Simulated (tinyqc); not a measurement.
## Polarisation charge from two barrier thicknesses

Inverse problem. VT = phiB - dEc - q sigma d/(eps0 eps_r). Find sigma, phiB - dEc and the thickness at which VT = 0.

Inputs (values chosen for the exercise):
- eps_r = 9.2 (relative permittivity of barrier and channel)

Constants: q = 1.602176634e-19 C, eps0 = 8.8541878128e-14 F/cm where lengths are in cm. Results are converted to the units shown.

VT for d = 25 and 31 nm (V): [-6.6868640, -8.4870618]

Answer. VT is linear in d.

sigma = 1.525e13 cm^-2
phiB - dEc = 0.8140 V
thickness for VT = 0 = 2.713 nm

Computed by the program tinyqc: `OMP_NUM_THREADS=1 python tinyqc.py 2570082 2570083 out.jsonl`, one thread of a shared Intel Xeon 2.30GHz, about 0.02 s for the whole run.
